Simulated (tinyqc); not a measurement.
Changing the shift of the window centre s: equation-of-state fits to an energy-volume table made by a known binding curve. Computed by tinyqc, a small Python program. Command: `OMP_NUM_THREADS=1 python tinyqc.py 3021699 3021700 out.jsonl eosfit sweep`. One thread of a shared host (Intel(R) Xeon(R) Processor @ 2.30GHz), about 0.04 s of CPU time with the checks.

With x = (V/V_0)^(1/3), the energy per atom is E = D [exp(-2 eta (x - 1)) - 2 exp(-eta (x - 1))], so that B0 = 2 D eta^2/(9 V_0) and B' = 1 + eta. B' = dB/dP at P = 0.

Inputs (values chosen for the exercise, for a model crystal): cohesive energy D = 2.61 eV/atom; true volume V_0 = 30.4 angstrom^3/atom; stiffness eta = 4.79; half-width of the volume window w = 0.08; points N = 11; compression V/V_0 for the pressure test = 0.7; noise amplitude = 0.05 meV.

Binding curve: Morse. Noise: added.

numbers xi_j, drawn evenly from -1 to 1: [0.0800, -0.8795, -0.3585, -0.8149, -0.3365, -0.4639, 0.6992, -0.3358, -0.9520, -0.2817, 0.3295, 0.2384, 0.3882, 0.0694, -0.1224, -0.6828, -0.0406, -0.0927, -0.1960, -0.1101, -0.9271]

Constants: 1 eV/angstrom^3 = 160.2176634 GPa.

Method:
- B0 and B' from the formulas above; P = -dE/dV at V = c V_0 (c the compression chosen), from the curve itself.
- Table: V_j = V_0 [1 + s + w (2 j/(N - 1) - 1)], j = 0..N-1, rounded to 0.001; E_j from the curve plus the noise amplitude times the listed numbers xi_j (xi_0 first), rounded to 1e-7 eV.
- Third-order Birch-Murnaghan is a cubic in u = V^(-2/3): fit it by linear least squares, find the minimum, and take B0 = V E''(V), B' = -1 - V E'''/E'' there.
- Errors are fitted minus exact, relative; the pressure at c V_0 uses P = (3 B0/2) (x^7 - x^5) [1 + (3/4)(B' - 4)(x^2 - 1)], x = (V0/V)^(1/3) with the fitted values.

One run for each value:
```
shift of the window centre s  error of B0 (%)  error of B' (%)  error of that pressure (%)
-0.072                                0.32544          -1.7766                      1.4862
-0.048                                0.08759          -1.0682                      1.8961
-0.024                               -0.02260          -0.4310                      2.3460
0.000                                -0.03260           0.1387                      2.8302
0.024                                 0.03381           0.6474                      3.3447
0.048                                 0.15759           1.1009                      3.8858
0.072                                 0.32062           1.4996                      4.4426
```

What does the table show, and why?

Over the rows, error of B0 (%) goes from 0.325 through a minimum among these rows, -0.0326 at 0, to 0.321; error of B' (%) rises from -1.78 to 1.50; error of that pressure (%) rises from 1.49 to 4.44. Shifting the window moves the minimum away from its centre, which changes how the neglected higher-order terms enter the fitted values.

Extremes, crossings and ranges named in words are read from the listed rows.
